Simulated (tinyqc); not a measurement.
# Quasi-harmonic thermal expansion with mode Grueneisen parameters, step by step

A worked calculation. Computed by tinyqc, a small Python program that keeps every step. Command: `OMP_NUM_THREADS=1 python tinyqc.py 3029368 3029369 out.jsonl qha walk`. One thread of a shared host (Intel(R) Xeon(R) Processor @ 2.30GHz), about 0.03 s of CPU time with the checks. Intermediate numbers are printed to about 6 digits and carried at full precision; extremes and crossings named in words are read from the listed rows.

A crystal with two atoms a cell; per atom there are 1 transverse acoustic (TA), 1/2 longitudinal acoustic (LA) and 3/2 optical (O) modes. Every frequency of group i scales as nu_i (V/V0)^(-gamma_i). Each group has one frequency. Static energy: E = (9 V0 B0/16) [y^3 B' + y^2 (2 - 4 y)], y = (V0/V)^(2/3) - 1, with pressure P_s = (3 B0/2) (z^7 - z^5) [1 + (3/4)(B' - 4)(z^2 - 1)], z = (V0/V)^(1/3).

Inputs (values chosen for the exercise, modelled on cadmium telluride): static volume V0 = 34 angstrom^3/atom; static bulk modulus B0 = 44.1 GPa; static B' = 5.21; frequency nu_TA = 1.08 THz; frequency nu_LA = 3.42 THz; frequency nu_O = 4.72 THz; Grueneisen parameter gamma_TA = -1.5; Grueneisen parameter gamma_LA = 1.2; Grueneisen parameter gamma_O = 1.6; temperature T = 200 K; step factor f = 0.8.

Acoustic groups: Einstein.

Constants: h x 1 THz = 4.135667696 meV; k_B = 8.617333262e-05 eV/K; 1 eV/angstrom^3 = 160.2176634 GPa.

## Mode groups at the static volume

For a mode with x = h nu/(k_B T), n = 1/(exp(x) - 1): U = h nu (n + 1/2), C/k_B = x^2 n (n + 1); U_i and C_i sum these over group i with its weight per atom. Phonon pressure P_ph = sum_i gamma_i U_i/V.

Groups:
```
group  h nu_i/(k_B T)  U_i (meV)  C_i (k_B)  gamma_i C_i (k_B)
TA           0.259159    17.3310   0.994422           -1.49163
LA           0.820671    9.09564   0.472858           0.567429
O             1.13262    28.5583    1.34943            2.15909
```

phonon pressure at V0 = 0.144250 GPa

## Grueneisen's estimate

gamma_th = sum gamma_i C_i / sum C_i; volume expansion coefficient alpha_V = gamma_th C k_B/(B0 V0); linear coefficient alpha_V/3; first-order volume change P_ph/B0.

heat capacity C at V0 = 2.81671 k_B/atom

gamma_th at V0 = 0.438414

linear expansion, Grueneisen estimate = 3.79028 ppm/K

first-order volume change = 0.327098 %

The negative gamma_TA is outweighed by the other groups at this T.

## Equilibrium volume by iteration

Start at V0 and step V(new) = V [1 + f (P_s + P_ph)/B0]; stop when |P_s + P_ph| < 1e-8 GPa, after 60 steps, or when V leaves 0.7 to 1.3 V0.

Iterations:
```
step  V (angstrom^3)  P_s + P_ph (GPa)
0            34.0000       1.44250e-01
1            34.0890       2.92181e-02
2            34.1070       6.08420e-03
3            34.1108       1.27396e-03
4            34.1116       2.67061e-04
5            34.1118       5.59973e-05
6            34.1118       1.17421e-05
7            34.1118       2.46224e-06
8            34.1118       5.16315e-07
9            34.1118       1.08268e-07
10           34.1118       2.27031e-08
11           34.1118       4.76069e-09
```

converged (1 yes, 0 no) = 1

volume V(T) = 34.1118 angstrom^3/atom

Converged at step 11; the volume lies +0.329 % from V0.

## Properties at the equilibrium volume

B_T = -V d(P_s + P_ph)/dV at fixed T (central difference, step 1e-4 V); alpha_V = sum gamma_i C_i k_B/(B_T V), all at V(T); the linear coefficient is alpha_L = alpha_V/3. C_P - C_V = alpha_V^2 B_T V T; the optical frequency is nu_O (V/V0)^(-gamma_O).

volume change from V0 = 0.328826 %

isothermal bulk modulus B_T = 43.5656 GPa

linear expansion coefficient = 3.83253 ppm/K

C_V = 2.81834 k_B/atom

C_P - C_V = 0.00284584 k_B/atom

optical frequency at V(T) = 4.69527 THz

B_T lies -1.21 % from the static B0, and the Grueneisen estimate at V0 differs from this expansion coefficient by -1.1 %.

## Zero-point expansion

At T = 0, U_i is the zero-point energy (h nu/2 a mode); solve P_s + P_ph = 0.

volume at T = 0 = 34.0884 angstrom^3/atom

zero-point volume change = 0.259944 %

## Expansion against temperature

V(T) solves P_s + P_ph = 0. The Grueneisen estimate uses C_i, V0 and B0 at the static volume; gamma_th = sum gamma_i C_i / sum C_i is taken at V(T).

Quasi-harmonic results:
```
T (K)  V/V0 - 1 (%)  B_T (GPa)  alpha_L (ppm/K)  alpha_L, Grueneisen estimate  gamma_th
20          0.25419    43.8469         -2.65809                      -2.66107  -1.44516
40          0.23623    43.8646         -2.64413                      -2.65506  -0.72452
70          0.22491    43.8474          0.09670                       0.07460   0.01609
100         0.23468    43.7958          1.88704                       1.86149   0.25743
150         0.27496    43.6856          3.25556                       3.22258   0.39167
220         0.35233    43.5166          3.97062                       3.92443   0.44972
300         0.45243    43.3172          4.29244                       4.22994   0.47305
450         0.65291    42.9383          4.52926                       4.43521   0.48810
700         1.00198    42.3029          4.68179                       4.53374   0.49514
1000        1.43341    41.5394          4.78426                       4.56949   0.49766
```

alpha_L is negative up to 40 K among these rows and changes sign before 70 K, once the LA and optical groups take up heat. gamma_th moves from -1.45, near gamma_TA = -1.5, to 0.50, near the average over all modes, 0.50, as the stiffer groups take up their share of C. B_T changes by -5.3 % over the table, and at the highest T the estimate at fixed V0 and B0 is off by -4.5 %.

Checks made by the program: zero of the pressure against the minimum of F(V) = E + F_ph (relative difference 1e-09); alpha against the slope of V(T) (relative difference 5e-08).
